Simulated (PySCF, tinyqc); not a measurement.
RHF in the sto-3g basis, for BeH+, spin multiplicity 1, step by step (part 2 of 2). The lowest restricted solution is unstable here: a spin-polarised one lies 0.0618 hartree lower (PySCF). Computed by tinyqc, a small Python program that keeps every step (integrals from PySCF). Command: `OMP_NUM_THREADS=1 python tinyqc.py 25678 25679 out.jsonl` (the two numbers bound the seeds that draw the settings). One thread of a shared host (Intel(R) Xeon(R) Processor @ 2.60GHz), about 0.08 s of CPU time with the checks.

Geometry (angstrom):
```
atom         x         y         z
Be    0.000000  0.000000  0.000000
H     0.000000  0.000000  2.400000
```

## Iteration 39 (converged): orbitals

converged F (hartree), order 1Be 1s, 1Be 2s, 1Be 2px, 1Be 2py, 1Be 2pz, 2H 1s:
```
[[-4.935437, -1.386012, 0.000000, 0.000000, 0.012205, -0.030855],
 [-1.386012, -0.822053, 0.000000, 0.000000, -0.057879, -0.214314],
 [0.000000, 0.000000, -0.094774, 0.000000, 0.000000, 0.000000],
 [0.000000, 0.000000, 0.000000, -0.094774, 0.000000, 0.000000],
 [0.012205, -0.057879, 0.000000, 0.000000, -0.140287, -0.181710],
 [-0.030855, -0.214314, 0.000000, 0.000000, -0.181710, -0.348804]]
```

X, order 1Be 1s, 1Be 2s, 1Be 2px, 1Be 2py, 1Be 2pz, 2H 1s:
```
[[1.026859, -0.137040, 0.000000, 0.000000, -0.002079, 0.011905],
 [-0.137040, 1.035042, 0.000000, 0.000000, 0.011695, -0.075928],
 [0.000000, 0.000000, 1.000000, 0.000000, 0.000000, 0.000000],
 [0.000000, 0.000000, 0.000000, 1.000000, 0.000000, 0.000000],
 [-0.002079, 0.011695, 0.000000, 0.000000, 1.016149, -0.105492],
 [0.011905, -0.075928, 0.000000, 0.000000, -0.105492, 1.024211]]
```

Diagonalise F' = X^T F X, C = X C', fill 2 alpha and 2 beta electrons from the bottom; D = 2 C_occ C_occ^T. Each column has its largest component positive (the first on a tie).

F' = X^T F X (hartree):
```
[[-4.829653, -0.689802, 0.000000, 0.000000, 0.014321, 0.033418],
 [-0.689802, -0.550277, 0.000000, 0.000000, -0.035814, -0.152700],
 [0.000000, 0.000000, -0.094774, 0.000000, 0.000000, 0.000000],
 [0.000000, 0.000000, 0.000000, -0.094774, 0.000000, 0.000000],
 [0.014321, -0.035814, 0.000000, 0.000000, -0.110758, -0.137464],
 [0.033418, -0.152700, 0.000000, 0.000000, -0.137464, -0.299504]]
```

orbital energies (hartree): [-4.938130, -0.568108, -0.250181, -0.094774, -0.094774, -0.033771]

coefficients C, order 1Be 1s, 1Be 2s, 1Be 2px, 1Be 2py, 1Be 2pz, 2H 1s:
```
[[0.993119, -0.222621, -0.189189, 0.000000, 0.000000, -0.041566],
 [0.025410, 0.775641, 0.681805, 0.000000, 0.000000, 0.169915],
 [0.000000, 0.000000, 0.000000, 0.999273, 0.038121, 0.000000],
 [0.000000, 0.000000, 0.000000, -0.038121, 0.999273, 0.000000],
 [-0.001888, 0.189753, -0.398118, 0.000000, 0.000000, 0.921586],
 [-0.001942, 0.504659, -0.652929, 0.000000, 0.000000, -0.620519]]
```

D after iteration 39, order 1Be 1s, 1Be 2s, 1Be 2px, 1Be 2py, 1Be 2pz, 2H 1s:
```
[[2.071689, -0.294878, 0.000000, 0.000000, -0.088236, -0.228553],
 [-0.294878, 1.204528, 0.000000, 0.000000, 0.294264, 0.782770],
 [0.000000, 0.000000, 0.000000, 0.000000, 0.000000, 0.000000],
 [0.000000, 0.000000, 0.000000, 0.000000, 0.000000, 0.000000],
 [-0.088236, 0.294264, 0.000000, 0.000000, 0.072019, 0.191528],
 [-0.228553, 0.782770, 0.000000, 0.000000, 0.191528, 0.509369]]
```

Within a degenerate level the vectors are fixed only up to a rotation; this is one choice.

## Convergence

Stop when the energy changes by less than 1e-09 hartree and every element of the error matrix X^T (F D S - S D F) X is below 9e-06.

Course of the cycle:
```
iteration   E (hartree)     change  largest element of the error matrix
1           -3.37035567          -                             9.94e-03
2           -9.21910852  -5.85e+00                             9.35e-02
3          -11.73196361  -2.51e+00                             2.14e-01
4          -12.88536211  -1.15e+00                             2.94e-01
5          -13.43866030  -5.53e-01                             3.09e-01
6          -13.71326449  -2.75e-01                             2.45e-01
7          -13.97092462  -2.58e-01                             7.68e-02
8          -14.06129534  -9.04e-02                             1.51e-01
9          -14.10829905  -4.70e-02                             2.03e-01
10         -14.22028553  -1.12e-01                             2.56e-01
11         -14.33443645  -1.14e-01                             5.91e-02
12         -14.41447564  -8.00e-02                             5.89e-02
13         -14.46478679  -5.03e-02                             3.31e-02
14         -14.49141295  -2.66e-02                             1.68e-02
...                 ...        ...                                  ...
26         -14.51961236  -7.06e-06                             4.51e-06
27         -14.51961589  -3.53e-06                             2.26e-06
28         -14.51961766  -1.76e-06                             1.13e-06
29         -14.51961854  -8.82e-07                             5.64e-07
30         -14.51961898  -4.41e-07                             2.82e-07
31         -14.51961920  -2.21e-07                             1.41e-07
32         -14.51961931  -1.10e-07                             7.05e-08
33         -14.51961937  -5.51e-08                             3.52e-08
34         -14.51961939  -2.76e-08                             1.76e-08
35         -14.51961941  -1.38e-08                             8.81e-09
36         -14.51961941  -6.89e-09                             4.40e-09
37         -14.51961942  -3.45e-09                             2.20e-09
38         -14.51961942  -1.72e-09                             1.10e-09
39         -14.51961942  -8.62e-10                             5.51e-10
```

PySCF RHF in the same basis = -14.51961942 hartree

Converged in 39 iterations.

## Populations, bond orders and dipole

overlap S, order 1Be 1s, 1Be 2s, 1Be 2px, 1Be 2py, 1Be 2pz, 2H 1s:
```
[[1.000000, 0.259517, 0.000000, 0.000000, 0.000000, 0.005889],
 [0.259517, 1.000000, 0.000000, 0.000000, 0.000000, 0.140826],
 [0.000000, 0.000000, 1.000000, 0.000000, 0.000000, 0.000000],
 [0.000000, 0.000000, 0.000000, 1.000000, 0.000000, 0.000000],
 [0.000000, 0.000000, 0.000000, 0.000000, 1.000000, 0.202764],
 [0.005889, 0.140826, 0.000000, 0.000000, 0.202764, 1.000000]]
```

Mulliken: Z minus the diagonal of D S on the atom; Loewdin: the same with S^(1/2) D S^(1/2); Mayer order: 2 sum_s sum (D(s) S)_ij (D(s) S)_ji over the two atoms.

Charges (e):
```
atom  Mulliken   Loewdin
1Be   0.657092  0.663291
2H    0.342908  0.336709
```

Mayer bond orders:
```
pair     order
2-1   0.882414
```

dipole moment about the origin, x y z (debye): [0.000000, 0.000000, 1.478482]
